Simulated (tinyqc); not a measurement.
What each parameter does: quaternary alloy A(x)B(1-x)C(y)D(1-y) matched to a substrate.

Q(x,y) = x y Q_AC + x (1 - y) Q_AD + (1 - x) y Q_BC + (1 - x)(1 - y) Q_BD for the lattice constant. Gap, rule 1: Q(x,y) - x (1 - x)[y C_ABC + (1 - y) C_ABD] - y (1 - y)[x C_ACD + (1 - x) C_BCD]. Rule 2 (mean of ternaries): {x (1 - x)[y T_ABC(x) + (1 - y) T_ABD(x)] + y (1 - y)[x T_ACD(y) + (1 - x) T_BCD(y)]}/{x (1 - x) + y (1 - y)}, T_ABC(x) = x E_AC + (1 - x) E_BC - C_ABC x (1 - x), T_ACD(y) = y E_AC + (1 - y) E_AD - C_ACD y (1 - y), and alike. Only the Gamma valley is followed.

Matching a(x,y) = a_s gives x = (a_s - y a_BC - (1 - y) a_BD)/(y (a_AC - a_BC) + (1 - y)(a_AD - a_BD)).

Inputs chosen for the exercise (AC, AD, BC, BD near GaAs, GaSb, InAs and InSb; substrate near GaSb; the results hold for these values, not for the real material):
- a = (5.658, 6.103, 6.054, 6.488) angstrom (lattice constants of AC, AD, BC, BD)
- Eg = (1.504, 0.82, 0.413, 0.236) eV (gaps at Gamma of AC, AD, BC, BD)
- Cb = (0.53, 0.46, 1.579, 0.582) eV (bowing of ABC, ABD, ACD, BCD)
- a_s = 6.103 angstrom (substrate)
- y = 0.07 (fraction of C)

x is matched anew each time.

One parameter was then changed.

Results before and after:

| case | x | rule 1 (eV) | rule 2 (eV) |
|---|---|---|---|
| base | 0.9193 | 0.6858 | 0.7539 |
| changed | 0.9193 | 0.6594 | 0.7411 |

Which of these changes was made? (a) a = (5.668, 6.103, 6.054, 6.488) angstrom; (b) y = 0.06; (c) Eg = (1.554, 0.82, 0.413, 0.236) eV; (d) Cb = (0.636, 0.552, 1.895, 0.698) eV; (e) a_s = 6.099 angstrom.

Answer: (d) Cb = (0.636, 0.552, 1.895, 0.698) eV. Of the candidates, run in turn, only this one gives the changed row.

All candidates:

| case | x | rule 1 (eV) | rule 2 (eV) |
|---|---|---|---|
| base | 0.9193 | 0.6858 | 0.7539 |
| y = 0.06 | 0.9308 | 0.7034 | 0.7628 |
| a_s = 6.099 angstrom | 0.9296 | 0.6956 | 0.7600 |
| Cb = (0.636, 0.552, 1.895, 0.698) eV | 0.9193 | 0.6594 | 0.7411 |
| Eg = (1.554, 0.82, 0.413, 0.236) eV | 0.9193 | 0.6890 | 0.7571 |
| a = (5.668, 6.103, 6.054, 6.488) angstrom | 0.9209 | 0.6874 | 0.7549 |

tinyqc: `OMP_NUM_THREADS=1 python tinyqc.py 1080915 1080916 out.jsonl`; about 0.01 s, one thread, shared Intel(R) Xeon(R) Processor @ 2.30GHz.
